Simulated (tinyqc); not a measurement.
G0W0 on RHF in the 6-31g basis, for He, spin multiplicity 1, step by step. One step of it, computed by the program tinyqc.

Question. G0W0 on Hartree-Fock: LUMO. W(p,q,m) = sqrt2 sum_ia (pq|ia) (X+Y)_ia,m; Sigma_c(x) = sum_(i,m) W^2/(x - e_i + w_m) + sum_(a,m) W^2/(x - e_a - w_m); solve x = e_p + Sigma_c(x) by Newton steps; Z = 1/(1 - dSigma/dx); 1 hartree = 27.211386 eV.

orbital energies (hartree): MO1 -0.914127, MO2 1.399859

Two-electron integrals over orbitals (pq|rs), unique and non-zero (hartree):
```
p,q,r,s,(pq|rs)
1,1,1,1,1.026907
2,1,1,1,-0.316490
2,1,2,1,0.227670
2,2,1,1,0.858133
2,2,2,1,-0.255554
2,2,2,2,0.766363
```

excitation energies w (hartree): 2.731636

X + Y:
```
,1
1>2,0.920384
```

Give: The 12 largest terms at x = e_p; Newton steps; quasiparticle energy of the LUMO; Hartree-Fock value.

Answer.

The 12 largest terms at x = e_p (hartree; W for the signs of X + Y given):
```
q,m,W,term
2,1,-0.333,-0.041
1,1,0.296,0.017
```

Newton steps (hartree):
```
step,x,Sigma_c(x),Z
0,1.400,-0.023,0.982
1,1.377,-0.023,0.982
2,1.377,-0.023,0.982
```

quasiparticle energy of the LUMO = 37.475 eV

Hartree-Fock value = 38.092 eV
